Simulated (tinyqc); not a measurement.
Trap in a gate oxide as a short-range spherical well: one step. Peak of the photo-ionisation cross-section. Two cases, with inputs chosen for the exercise.

Problem. The maximum lies at x = 2. Give the photon energy, its wavelength and sigma there.

Lucovsky model (delta well, plane-wave final states, no local-field factor): sigma = (32 pi alpha c/(3 n_r m Et)) (x - 1)^(3/2)/x^3, x = h nu/Et, c = hbar^2/2m0; 1 angstrom^2 = 1e-16 cm^2.

Constants: hbar^2/2m0 = 3.80998211 eV angstrom^2; fine-structure constant alpha = 0.007297352564; hc = 1239.841984 eV nm.

Give: h nu; wavelength; sigma.

Case 1.

Values chosen (out of a larger set: near those of SiO2 on Si; not measured data): m = 0.456 m0 (mass); n_r = 1.5 (refractive index).

Et = 2.710804 eV

Solution.

h nu = 5.422 eV
wavelength = 229 nm
sigma = 6.28 x 1e-18 cm^2

With 30 % of the state outside the well the delta-well form is only a rough model of this centre.

Case 2.

Values chosen (out of a larger set: near those of Al2O3 on GaAs; not measured data): m = 0.315 m0 (mass); n_r = 1.74 (refractive index).

Et = 1.212042 eV

Solution.

h nu = 2.424 eV
wavelength = 511 nm
sigma = 17.5 x 1e-18 cm^2

With 31 % of the state outside the well the delta-well form is only a rough model of this centre.

Computed by tinyqc, one run a case: `OMP_NUM_THREADS=1 python tinyqc.py N N+1 out.jsonl` with N = 1282125, 1282313; one thread of a shared Intel(R) Xeon(R) Processor @ 2.30GHz, about 0.01 s a run at most.
